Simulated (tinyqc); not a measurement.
Screening the field: polar nitride quantum well with polarisation fields.

Envelope functions on cells of 0.25 angstrom over barrier, well, barrier (widths Lb, Lw, Lb), psi = 0 beyond, psi'/m continuous (mean mass between points), c = hbar^2/2m0. With u(z) the integral of e F (F_w in the well, F_b = -F_w Lw/Lb in the barriers, 1 MV/cm = 0.01 V/angstrom), zero at the centre of the well, the electron sees u plus Vc in the barriers and the hole -u plus Vv. The transition is Eg + E_e + E_h; excitons are left out.

Constants: hbar^2/2m0 = 3.80998211 eV angstrom^2; hc = 1239.841984 eV nm.

Parameters, chosen for this exercise (near those of an InGaN well in GaN; shifted at random, so the results belong to these values and not to a real crystal): Lw = 35 angstrom (well width); Lb = 40 angstrom (barrier width); Eg = 2.354 eV (gap of the well); Vc = 0.738 eV (conduction offset); Vv = 0.347 eV (valence offset); me = 0.162 m0 (electron, well); meb = 0.2 m0 (electron, barrier); mh = 1.6 m0 (hole, everywhere).

F_w = -2.2707 MV/cm

Carriers or a semipolar orientation reduce the field; here it is simply scaled in well and barrier.

Results:
```
share of the field,F_w (MV/cm),E (eV),nm,overlap^2,separation (angstrom)
1.0,-2.271,2.1423,578.8,0.041,21.7
0.8,-1.817,2.2337,555.1,0.079,19.9
0.6,-1.362,2.3169,535.1,0.15,17.7
0.4,-0.908,2.3891,519.0,0.30,14.7
0.2,-0.454,2.4450,507.1,0.60,10.0
0.0,0.000,2.4704,501.9,0.97,0.0
```

Full screening shifts the line by -76.9 nm (+328 meV). The first fifth of the screening gives 91 meV and the last fifth 25 meV; a purely quadratic shift would give a ratio of 9, a linear one 1, and here it is 3.6.

(tinyqc, `OMP_NUM_THREADS=1 python tinyqc.py 1252072 1252073 out.jsonl`, Intel(R) Xeon(R) Processor @ 2.30GHz, 1 thread, shared host, about 0.04 s.)
